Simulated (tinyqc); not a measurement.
Growth of a silicide layer between metal and silicon: linear-parabolic kinetics, ramp anneals and Kissinger analysis. Changing the temperature T. Computed by tinyqc, a small Python program. Command: `OMP_NUM_THREADS=1 python tinyqc.py 3017442 3017443 out.jsonl silicide sweep`. One thread of a shared host (Intel(R) Xeon(R) Processor @ 2.30GHz), about 0.05 s of CPU time with the checks.

One compound layer of thickness x grows by diffusion through itself and reaction at an interface, dx/dt = 1/(2x/K + 1/v), until the metal is used up at x = a h.

Inputs (values chosen for the exercise, modelled on Ni2Si):
```
quantity                                 value    unit
metal thickness h                          4.4      nm
silicide formed per metal thickness a     1.47       -
prefactor of the parabolic constant K  3.7e+15  nm^2/s
activation energy E of K                  1.57      eV
prefactor of the interface velocity v  6.7e+15    nm/s
activation energy E_v                     1.73      eV
time t                                      48       s
```

Constants: k_B = 8.617333262e-05 eV/K.

Method:
- The silicide ends at the thickness a h.
- K = K0 exp(-E/(k_B T)), v = v0 exp(-E_v/(k_B T)).
- Temperatures in kelvin are T(C) + 273.15.
- x^2/K + x/v = t, so x = (K/(2v)) [sqrt(1 + 4 v^2 t/K) - 1], capped at a h; completion time t_c = (a h)^2/K + a h/v, a h being the final thickness; crossover thickness K/v.

One run for each value:
```
temperature T (C)  completion time (s)  thickness at time t (nm)  crossover thickness (nm)
190                         7.8245e+03                    0.0480                    30.421
210                         1.3419e+03                    0.2862                    25.769
230                         2.6580e+02                    1.4186                    22.119
250                         5.9805e+01                    5.4136                    19.208
270                         1.5068e+01                    6.4680                    16.855
290                         4.2000e+00                    6.4680                    14.928
310                         1.2815e+00                    6.4680                    13.332
330                         4.2408e-01                    6.4680                    11.996
350                         1.5101e-01                    6.4680                    10.868
```

What does the table show, and why?

Over the rows, completion time (s) falls from 7820 to 0.151; thickness at time t (nm) rises from 0.0480 to 6.47, flat over part of the range; crossover thickness (nm) falls from 30.4 to 10.9. The apparent activation energy of 1/t_c is 1.70 eV between the first rows and 1.67 eV between the last, between E and E_v.

Caution (rows 190, 210): a thickness below one atomic layer means that growth has not started.

Extremes, crossings and ranges named in words are read from the listed rows.
